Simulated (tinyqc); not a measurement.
Bandgap voltage reference from two bipolar transistors: one step of the calculation.

Two transistors of area 1 and N carry the same current I. Is(T) = Is (T/T0)^eta exp[(Vg0 q/kB)(1/T0 - 1/T)], VBE1 = Vt ln(I/Is(T)) + I rb, VBE2 = Vt ln(I/(N Is(T))) + I rb/N. The amplifier forces I R1(T) = VBE1 - VBE2 + Vos, with R(T) = R (1 + tc (T - T0)) for both resistors, and the output is Vref = VBE1 + I R2(T). Base currents and the Early effect are neglected.

Task. Operating point at another temperature. Vt = kB T/q; I = (Vt ln N + Vos)/(R1(T) - rb (1 - 1/N)).

Inputs (values chosen for the exercise); values of the order met in silicon bipolar transistors: reference temperature T0 = 300 K; band-gap voltage extrapolated to 0 K Vg0 = 1.153 V; temperature exponent of the saturation current eta = 3.1; saturation current of the unit transistor at T0 Is = 4.1e-18 A; area ratio of the second transistor N = 24; resistor across which the difference of VBE falls, at T0 R1 = 10 kohm; temperature coefficient of both resistors tc = 0 ppm/K; offset of the amplifier Vos = 0 mV; series resistance of the unit transistor rb = 15 ohm; output resistor at T0 R2 = 59.44 kohm; temperature T = 333 K.

Constants: q = 1.602176634e-19 C, kB = 1.380649e-23 J/K. Results are converted to the units shown.

Wanted: Vt; I; Is(T); VBE1; I R2; Vref.

Result.

Vt = 0.028696 V
I = 9.1328 uA
Is(T) = 4.7075e-16 A
VBE1 = 0.67990 V
I R2 = 0.54285 V
Vref = 1.2228 V

From T0 to T, VBE1 changes by -52.5 mV and I R2 by 53.8 mV, which leaves 1.25 mV in Vref.

tinyqc, about 0.03 s, one thread, Intel Xeon 2.30GHz (shared host): `OMP_NUM_THREADS=1 python tinyqc.py 2062009 2062010 out.jsonl`
